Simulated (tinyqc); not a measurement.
One share for all, or one for each: linear model of a band gap against the share of exact exchange.

E(alpha) = E0 + S alpha. A wider gap screens less, modelled in the Penn form eps(alpha) = 1 + (e0 - 1)(EP/(EP + S alpha))^2 with a scale EP chosen for the exercise. A dielectric-dependent hybrid takes alpha = 1/eps.

Errors of the gap (eV) against each target; e0, EP, S and the gaps are values chosen for the exercise.

Results:
```
case          E0 (eV)  S (eV)     e0  EP (eV)  target Et (eV)  alpha needed  error, alpha = 0  error, 0.25  error, self-consistent
like MgO         4.51    9.75   3.36     27.2            7.81         0.338             -3.30        -0.86                    0.10
like HfO2        4.17    8.90   4.77     17.0            5.74         0.176             -1.57         0.66                    0.69
like diamond     4.29    7.32   6.16     24.9            5.49         0.164             -1.20         0.63                    0.09
like SiO2        5.78    9.73   2.51     31.3            9.01         0.332             -3.23        -0.80                    1.29
like GaP         1.56    5.81  10.37     11.7            2.37         0.139             -0.81         0.64                   -0.20
like InP         0.69    5.75  10.94     10.6            1.45         0.132             -0.76         0.68                   -0.18
like Ge          0.08    5.24  17.28      8.3            0.73         0.124             -0.65         0.66                   -0.32
```

What can be read from this table?

Mean absolute errors: 1.65, 0.70 and 0.41 eV for alpha = 0, 0.25 and the self-consistent value. A fixed quarter overshoots for HfO2, diamond, GaP, InP and Ge and falls short for MgO and SiO2; the alpha needed runs between 0.124 and 0.338 and its correlation with 1/e0 over these cases is 0.94.

(tinyqc, `OMP_NUM_THREADS=1 python tinyqc.py 1881023 1881024 out.jsonl`, Intel(R) Xeon(R) Processor @ 2.30GHz, 1 thread, shared host, about 0.01 s.)
